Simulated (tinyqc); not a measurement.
Strained Delta valleys, repopulation and conductivity mass: one step of the calculation.

A cubic crystal with three pairs of conduction valleys along x, y and z under uniaxial stress X along [110] (X > 0 is tension); current along [-110]. Non-degenerate electrons, fixed total density, one relaxation time for all valleys and stresses, masses unchanged by strain, so the mobility goes as the mean inverse mass.

Task. Valley shifts and shares. Valley shift dE = Xu (n.e.n - trace(e)/3) with n the valley axis; share f proportional to exp(-dE/Vt).

Inputs (values chosen for the exercise):
- T = 300 K (temperature)
- Xu = 9.08 eV (shear deformation potential)

Constants: q = 1.602176634e-19 C, kB = 1.380649e-23 J/K, Vt = kB T/q. Results are converted to the units shown.

strain (%):
```
             x            y           z
x  -0.32100000  -0.36900000  0.00000000
y  -0.36900000  -0.32100000  0.00000000
z   0.00000000   0.00000000  0.26040000
```

Find: dE; share f.

Result.

```
valley  dE (meV)  share f
x        -17.597  0.46954
y        -17.597  0.46954
z         35.194  0.06093
```

The splitting is 52.8 meV, 2.0 Vt.

Range of the model: Shear strain also changes the transverse masses of these valleys, which is left out.

Numbers from tinyqc (`OMP_NUM_THREADS=1 python tinyqc.py 2530012 2530013 out.jsonl`; about 0.01 s on one thread of a shared Intel Xeon 2.30GHz).
